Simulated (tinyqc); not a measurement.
From a target to a composition: model-solid line-up of a strained alloy layer on a substrate.

Problem. A layer of the alloy is strained to the substrate, and its gap (Ec minus the top valence edge) is given. Find x between 0.02 and 0.83, where the gap is monotonic.

All values of the alloy are linear in x but the gap, Eg(x) = (1 - x) Eg_A + x Eg_B - C x (1 - x), and the valence edge, Ev(x) = (1 - x) Ev_A + x Ev_B + fv C x (1 - x); Ec = Ev + Eg. Ev is the top of the unstrained valence band on a scale common to all materials. In the layer only the Gamma valley of the conduction band is followed, also where an X or L valley would lie lower.

Coherent growth on a (001) face: e_par = (a_s - a)/a, e_perp = -2 (C12/C11) e_par; exx = eyy = e_par, ezz = e_perp, no shear.

Strained edges: Ec + ac tr(e); the valence edges are Ev plus the levels of the 6 x 6 matrix of X, Y, Z times spin with -Dso/3 + l exx + m (eyy + ezz) on the diagonal (cyclic), n exy off it, l = av + 2 b, m = av - b, n = sqrt(3) d. Spin-orbit term (Dso/3) L.sigma on X, Y, Z with (L_k)_ij = -i epsilon_kij: <X+|H|Y+> = -i Dso/3, <X+|H|Z-> = Dso/3, <Y+|H|Z-> = -i Dso/3, <Z+|H|X-> = -Dso/3, <Z+|H|Y-> = i Dso/3, <X-|H|Y-> = i Dso/3, and their conjugates; + and - are the spin along z.

Parameters, chosen for this exercise (A near GaAs, B near AlAs, substrate near Ge; shifted at random, so the results belong to these values and not to a real crystal): a = (5.66, 5.656) angstrom (lattice constant of A, B); Eg = (1.51, 3.059) eV (gap at Gamma to the s-like level of A, B); Dso = (0.341, 0.278) eV (spin-orbit splitting of A, B); Ev = (-0.81, -1.33) eV (top of the unstrained valence band of A, B); ac = (-7.25, -5.64) eV (conduction deformation potential of A, B); av = (1.15, 2.44) eV (valence hydrostatic potential of A, B); b = (-1.99, -2.28) eV (tetragonal shear potential of A, B); d = (-4.82, -3.43) eV (trigonal shear potential of A, B); C11 = (121.8, 125.6) GPa (of A, B); C12 = (56.1, 53.8) GPa (of A, B); C44 = (59.8, 54.9) GPa (of A, B); C = 0.382 eV (bowing of the gap); fv = 0.3 (share of the bowing taken by the valence edge); a_s = 5.651 angstrom (substrate); face = 001 (growth face).

strained gap = 2.728903 eV

Find: x; e_par; gap of the relaxed alloy.

Solution. Bisect on x; the strained gap is 1.5417 eV at x = 0.02 and 2.7468 eV at x = 0.83.

x = 0.820
e_par = -0.101 %
gap of the relaxed alloy = 2.724 eV

Program tinyqc; command `OMP_NUM_THREADS=1 python tinyqc.py 1050620 1050621 out.jsonl`; about 0.02 s on one thread of a shared Intel(R) Xeon(R) Processor @ 2.30GHz.
